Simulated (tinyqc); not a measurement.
Configuration-coordinate model of a defect: Huang-Rhys factor and luminescence line shape. Changing the displacement dQ. Computed by tinyqc, a small Python program. Command: `OMP_NUM_THREADS=1 python tinyqc.py 3022433 3022434 out.jsonl ccline sweep`. One thread of a shared host (Intel(R) Xeon(R) Processor @ 2.30GHz), about 0.06 s of CPU time with the checks.

Ground state E_g(Q) = (1/2) omega_g^2 Q^2; excited state E_e(Q) = E_0 + (1/2) omega_e^2 (Q - dQ)^2 with E_0 = E_ZPL - (hbar omega_e - hbar omega_g)/2. Q is mass-weighted; the dipole does not depend on Q (Condon approximation).

Inputs (values chosen for the exercise, for a model defect):

| quantity | value | unit |
|---|---|---|
| zero-phonon energy E_ZPL | 0.717 | eV |
| ground-state phonon hbar omega_g | 18.9 | meV |
| excited-state phonon hbar omega_e | 18.1 | meV |
| temperature T | 120 | K |
| refractive index n_r | 3.41 | - |
| transition dipole mu | 0.55 | e angstrom |
| quenching prefactor nu_0 | 3e+12 | 1/s |

Modes: different frequencies.

Constants: hbar^2/u = 4.18015928e-03 eV angstrom^2; k_B = 8.617333262e-05 eV/K; hbar = 6.582119569e-16 eV s; e = 1.602176634e-19 C; eps_0 = 8.8541878128e-12 F/m; hbar = 1.054571817e-34 J s; c = 299792458 m/s.

Method:
- S = hbar omega dQ^2/(2 hbar^2/u) for each state; relaxation energy S hbar omega; absorption at E_0 + S_e hbar omega_e, emission at E_0 - S_g hbar omega_g; the Stokes shift is their difference.
- Overlaps <m_e|n_g> of harmonic-oscillator functions (Hermite recursion, positive leading coefficients) by a sum over an even grid (700 points from x = -9 to 9 + d for the small table, 1500 points from -16 to 16 + d for the thermal sums), with x = Q sqrt(omega_g/hbar), d = sqrt(2 S_g) and frequency ratio omega_e/omega_g.
- Initial levels m = 0..24 carry Boltzmann weights exp(-m hbar omega_e/k_B T), normalised; final levels n = 0..79; a line lies at E_ZPL + m hbar omega_e - n hbar omega_g with weight w_m <m|n>^2. Moments are taken over these weights without the E^3 factor; FWHM = 2 sqrt(2 ln 2) x standard deviation; the zero-phonon weight is w_0 <0|0>^2, since the other m -> m lines are offset by m (hbar omega_e - hbar omega_g).
- The curves cross at the root Q_c nearest dQ; the barrier is (1/2) omega_e^2 (Q_c - dQ)^2, with (1/2) omega^2 = (hbar omega)^2/(2 hbar^2/u). k_r = n_r omega^3 mu^2/(3 pi eps_0 hbar c^3) at the vertical emission energy, without local-field correction; k_nr = nu_0 exp(-barrier/k_B T) (Mott-Seitz); yield = k_r/(k_r + k_nr); T_1/2 = barrier/(k_B ln(nu_0/k_r)).

One run for each value:

| displacement dQ (u^(1/2) angstrom) | S_g | zero-phonon weight | FWHM from the second moment (eV) | vertical emission energy (eV) | classical barrier (eV) | quenching temperature T_1/2 (K) |
|---|---|---|---|---|---|---|
| 0.22 | 0.1094 | 0.74223 | 0.018034 | 0.71533 | 5.4609 | 4354.2 |
| 0.27 | 0.1648 | 0.70308 | 0.022089 | 0.71429 | 5.0164 | 3998.5 |
| 0.33 | 0.2462 | 0.64927 | 0.026964 | 0.71275 | 4.5321 | 3610.9 |
| 0.40 | 0.3617 | 0.57988 | 0.032656 | 0.71056 | 4.0286 | 3207.7 |
| 0.48 | 0.5209 | 0.49626 | 0.039167 | 0.70756 | 3.5252 | 2804.5 |
| 0.59 | 0.7869 | 0.38252 | 0.048123 | 0.70253 | 2.9411 | 2336.4 |
| 0.72 | 1.1719 | 0.26246 | 0.058710 | 0.69525 | 2.3838 | 1889.6 |
| 0.87 | 1.7111 | 0.15487 | 0.070930 | 0.68506 | 1.8811 | 1486.6 |
| 1.10 | 2.7354 | 0.05685 | 0.089669 | 0.66570 | 1.3230 | 1039.4 |

Describe and explain the trends.

Over the rows, S_g rises from 0.109 to 2.74 (exponent d ln y / d ln x about 2.0 throughout); zero-phonon weight falls from 0.742 to 0.0569 (exponent d ln y / d ln x -0.26 between the first rows and -4.3 between the last); FWHM from the second moment (eV) rises from 0.0180 to 0.0897 (exponent d ln y / d ln x about 1.00 throughout). The exponent of S_g stays at 2: S goes as dQ^2. The exponent of FWHM from the second moment stays between 0.99 and 1.00, near 1: the width goes as sqrt(S). A larger displacement widens and lowers the band and brings the crossing down, so strongly coupled centres quench first.

Caution (all rows): for small S the spectrum is a set of resolved lines, and a Gaussian width has little meaning. Caution (all rows): the curves cross far outside the range of the harmonic model, so the barrier and T_1/2 have no quantitative meaning.

Extremes, crossings and ranges named in words are read from the listed rows.
